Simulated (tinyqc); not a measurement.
Tunnelling through a two-layer gate stack, WKB transmission and Tsu-Esaki current: one step of the calculation.

Electrons leave the emitter at x = 0. Energies E (motion across the layers) are in eV from the emitter Fermi level; the collector Fermi level lies at -V and offers states at every E. No charge in the dielectric and no image force: F1 = V/(t1 + t2 eps1/eps2), F2 = F1 eps1/eps2; U = phi1 - F1 x in layer 1 and phi2 - F1 t1 - F2 (x - t1) in layer 2. With C = hbar^2/(2 m0), kappa = sqrt(m (U - E)/C) where U > E and 0 elsewhere; T(E) = exp(-S), S = 2 times the integral of kappa over x.

Question. WKB exponent in closed form. Each layer adds (2/F) sqrt(m/C) [G(u at its left edge) - G(u at its right edge)] to S, with u = U - E (0 where negative) and G(u) = (2/3) u^1.5. The slope follows from 1/d = -dS/dE.

Inputs (values chosen for the exercise); layer 1 close to silicon dioxide, layer 2 close to zirconium oxide: barrier of layer 1 above the emitter Fermi level at zero bias phi1 = 3.16 eV; tunnelling mass of layer 1 m1 = 0.52 m0; thickness of layer 1 t1 = 0.8 nm; relative permittivity of layer 1 eps1 = 3.98; barrier of layer 2 at zero bias phi2 = 1.45 eV; tunnelling mass of layer 2 m2 = 0.25 m0; thickness of layer 2 t2 = 2.5 nm; relative permittivity of layer 2 eps2 = 24.3; voltage across the dielectric V = 1.1 V; energy of the electron followed E = 0 eV.

Constants: q = 1.602176634e-19 C, hbar = 1.054571817e-34 J s, m0 = 9.1093837015e-31 kg, hbar^2/(2 m0) = 0.0380998212 eV nm^2. Results are converted to the units shown.

Wanted: S; T(E); energy d over which T(E) grows by a factor e.

Answer.

S = 19.21
T(E) = 4.552e-9
energy d over which T(E) grows by a factor e = 0.09384 eV

The midpoint rule gives S = 19.209, so its T(E) is 0.16 % below this value. The band edge stays above E through the whole stack: direct tunnelling through a trapezoid.

Numbers from tinyqc (`OMP_NUM_THREADS=1 python tinyqc.py 2540103 2540104 out.jsonl`; about 0.03 s on one thread of a shared Intel Xeon 2.30GHz).
